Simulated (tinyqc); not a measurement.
Quantum point contact as a saddle point: plateau quality against temperature.

Potential V0 - m wx^2 x^2/2 + m wy^2 y^2/2; energies are counted from V0. Mode n = 0, 1, ... transmits T_n(E) = 1/(1 + exp(-2 pi (E - E_n)/wx)), E_n = wy (n + 1/2); each mode carries 2 q^2/h.

g(T) = int g(E) (-df/dE) dE = int g(mu + x kB T) dx/(4 cosh^2(x/2)), g(E) the zero-temperature value at E, g = G/(2 q^2/h).

Parameters, values chosen for the exercise: transverse quantum hbar wy wy = 5.2 meV; curvature of the barrier hbar wx wx = 2.3 meV.

Constants: q = 1.602176634e-19 C, kB = 1.380649e-23 J/K, Vt = kB T/q. Results are converted to the units shown.

Results:
```
T (K)  slope wy dg/dmu at mu = wy  slope at mu = 1.5 wy  g at mu = wy
0.11                      0.02337                 3.549         1.000
0.23                      0.02345                 3.543         1.000
0.49                      0.02386                 3.514         1.000
1.1                       0.02611                 3.379         1.000
4.8                        0.1604                 2.221         1.000
10                         0.6445                 1.381         1.000
22                         0.9350                 1.003         1.018
```

Estimate the missing row, T = 2.2 K.

Computed row:
```
T (K)  slope wy dg/dmu at mu = wy  slope at mu = 1.5 wy  g at mu = wy
2.2                       0.03750                 3.022         1.000
```

With this row back in the table: The slope on the first plateau rises from 0.0234 to 0.935 and the slope on the second riser falls from 3.55 to 1.00; a slope of 1 everywhere means no steps at all. The plateau slope passes 0.5 at T = 10 K among the rows.

Computed by the program tinyqc: `OMP_NUM_THREADS=1 python tinyqc.py 2740128 2740129 out.jsonl`, one thread of a shared Intel Xeon 2.30GHz, about 0.07 s for the whole run.
